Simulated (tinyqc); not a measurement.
Capacitance of parallel on-chip lines from Laplace's equation on a mesh: one step of the calculation.

Cross-section of an endless row of equal lines between two grounded planes; neighbours are driven in antiphase (+1 V and -1 V), so the plane midway between two lines is at 0 V. By symmetry one quarter is solved: x runs from the centre of a line (column 0, mirror) to that midplane (column 5, 0 V), y from the mid-height of the line (row 0, mirror) to the ground plane (row 4, 0 V). The line fills columns 0 to 2 and rows 0 to 1 at 1 V. Cells beside the line (below row 1) have e2, cells above have e1. Each link between nodes has the conductance g = mean permittivity of the two cells beside it (a cell beyond a mirror counts as 0), and the free nodes obey sum g (V_neighbour - V) = 0.

Task. Relaxation sweep. One sweep visits the free nodes row by row from row 0, left to right, and replaces V by V + om (weighted mean of the neighbours - V), using new values at once.

Inputs (values chosen for the exercise): over-relaxation factor om = 1.

V at the start (V):
```
       col 0  col 1  col 2  col 3  col 4  col 5
row 0      1      1      1      0      0      0
row 1      1      1      1      0      0      0
row 2      0      0      0      0      0      0
row 3      0      0      0      0      0      0
row 4      0      0      0      0      0      0
```

gx:
```
       col 0  col 1  col 2  col 3  col 4
row 0      1      1      1      1      1
row 1   2.95   2.95   2.95   2.95   2.95
row 2    3.9    3.9    3.9    3.9    3.9
row 3    3.9    3.9    3.9    3.9    3.9
row 4   1.95   1.95   1.95   1.95   1.95
```

gy:
```
       col 0  col 1  col 2  col 3  col 4  col 5
row 0      1      2      2      2      2      1
row 1   1.95    3.9    3.9    3.9    3.9   1.95
row 2   1.95    3.9    3.9    3.9    3.9   1.95
row 3   1.95    3.9    3.9    3.9    3.9   1.95
```

Find: V after sweep 1.

Result.

V after sweep 1 (V):
```
        col 0   col 1   col 2   col 3   col 4   col 5
row 0  1.0000  1.0000  1.0000  0.2500  0.0625  0.0000
row 1  1.0000  1.0000  1.0000  0.2924  0.0837  0.0000
row 2  0.2500  0.3125  0.3281  0.1551  0.0597  0.0000
row 3  0.0625  0.0938  0.1055  0.0651  0.0312  0.0000
row 4  0.0000  0.0000  0.0000  0.0000  0.0000  0.0000
```

Computed by the program tinyqc: `OMP_NUM_THREADS=1 python tinyqc.py 2790189 2790190 out.jsonl`, one thread of a shared Intel Xeon 2.30GHz, about 1 s for the whole run.
